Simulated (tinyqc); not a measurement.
Carrier lifetime from Shockley-Read-Hall, radiative, Auger and surface recombination: one step, computed by the program tinyqc.

Energies are counted from the top of the valence band. Boltzmann statistics, full ionisation, and equal excess densities of electrons and holes.

Question. Surface lifetime. The slowest diffusion mode has x tan x = S W/(2 D) with 0 < x < pi/2 (bisection), and tau_s = W^2/(4 x^2 D). The common approximation is W/(2 S) + W^2/(pi^2 D).

Inputs (values chosen for the exercise, with bands modelled on germanium): diffusion coefficient D = 45 cm^2/s; surface velocity S = 110 cm/s; thickness W = 3 micrometre.

Doping: n-type. Surface term: two equal surfaces.

Give: x; tau_s; approximate tau_s.

Answer.

x = 0.01915

tau_s = 1.364e-06 s

approximate tau_s = 1.364e-06 s

The approximation is off by 0.0026 %. Recombination at the surfaces limits: tau_s is close to W/2S.
